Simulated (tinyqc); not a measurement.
A double barrier with mass mismatch, transfer matrices: transmission against energy.

One electron of energy E comes from the left lead (band edge 0); no transverse momentum. Parabolic bands, masses in units of m0, C = hbar^2/(2 m0); psi and psi'/m are continuous at every interface. Barrier d1, well Lw, barrier d2; the right lead equals the left one.

For the pair (psi, psi'/m) a flat layer has M = [[cos kd, (m/k) sin kd], [-(k/m) sin kd, cos kd]] with k = sqrt(m (E - U)/C) above its edge U, and M = [[cosh Kd, (m/K) sinh Kd], [(K/m) sinh Kd, cosh Kd]] with K = sqrt(m (U - E)/C) below it. The matrices are multiplied with later layers to the left. With M acting on (psi, psi'/m) and v = k/m in each lead, T(E) = 4 vL vR/[(vL vR M12 - M21)^2 + (vR M11 + vL M22)^2]. The last column is exp(-2 sum K d) over the layers with U > E.

Parameters, values chosen for the exercise; masses and offsets of a made-up heterostructure: mass in the left lead mL = 0.028 m0; barrier height U1 = 1 eV; barrier mass m1 = 0.15 m0; width of the first barrier d1 = 1.1 nm; well width (edge 0, mass mL) Lw = 4.6 nm; width of the second barrier d2 = 0.7 nm.

Constants: q = 1.602176634e-19 C, hbar = 1.054571817e-34 J s, m0 = 9.1093837015e-31 kg, hbar^2/(2 m0) = 0.0380998212 eV nm^2. Results are converted to the units shown.

Transmission against energy:
```
E (eV)      T(E)  exp(-2 sum K d)
0.08    0.006265         0.001058
0.236    0.02318         0.001943
0.393   0.008205         0.003829
0.549    0.01125         0.008254
0.705    0.03618          0.02066
0.862     0.6967          0.07040
1.018    0.07922            1.000
1.175    0.02792            1.000
1.331    0.02013            1.000
1.487    0.02080            1.000
1.644    0.02801            1.000
1.8      0.04822            1.000
```

Read the table: what changes, and by how much?

T(E) runs from 0.00627 at 0.08 eV to 0.0482 at 1.8 eV; among the rows its largest value is 0.697 at 0.862 eV. In every row a layer is thinner than 0.8 nm, a few atomic planes, where an effective mass is a rough description.

Range of the model: Masses are held fixed, although real bands cease to be parabolic a few tenths of an eV from their edges (inside a barrier too).

Computed by the program tinyqc: `OMP_NUM_THREADS=1 python tinyqc.py 2560119 2560120 out.jsonl`, one thread of a shared Intel Xeon 2.30GHz, about 0.06 s for the whole run.
